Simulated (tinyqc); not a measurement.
Cahn-Hilliard equation on a periodic one-dimensional grid: one step, computed by the program tinyqc.

Free energy F = h sum_j [A (c_j^2 - 1)^2/4 + (kappa/2) ((c_(j+1) - c_j)/h)^2]; dc/dt = Lap(mu), mu = A (c^3 - c) - kappa Lap(c), Lap(y)_j = (y_(j+1) - 2 y_j + y_(j-1))/h^2, mobility 1; the grid has n = 12 points.

Problem. The first step. Start: c_j = c0 + amplitude x (z_j - mean of z). c(new) = c + dt Lap(mu).

Inputs (values chosen for the exercise, in reduced units): spacing h = 1; well depth A = 0.69; gradient coefficient kappa = 1.3; mean composition c0 = -0.022; noise amplitude = 0.05; time step dt = 0.035.

Scheme: explicit Euler.

random numbers: [-0.435, 0.202, -0.681, -0.811, 0.060, -0.948, 0.913, -0.749, 0.845, -0.910, -0.857, -0.081]

Give: c at the start; mu at the start; c after one step; F at the start; F after one step.

Solution.

c at the start: [-0.02937, 0.00248, -0.04167, -0.04817, -0.00462, -0.05502, 0.03803, -0.04507, 0.03463, -0.05312, -0.05047, -0.01167]

mu at the start: [-0.0442, 0.0971, -0.0202, -0.0319, 0.1253, -0.1486, 0.2028, -0.1806, 0.1938, -0.0810, -0.0123, 0.0815]

c after one step: [-0.02002, -0.00657, -0.03797, -0.04226, -0.01971, -0.03313, 0.01231, -0.01854, 0.01191, -0.04109, -0.04959, -0.01935]

F at the start = 2.089

F after one step = 2.073
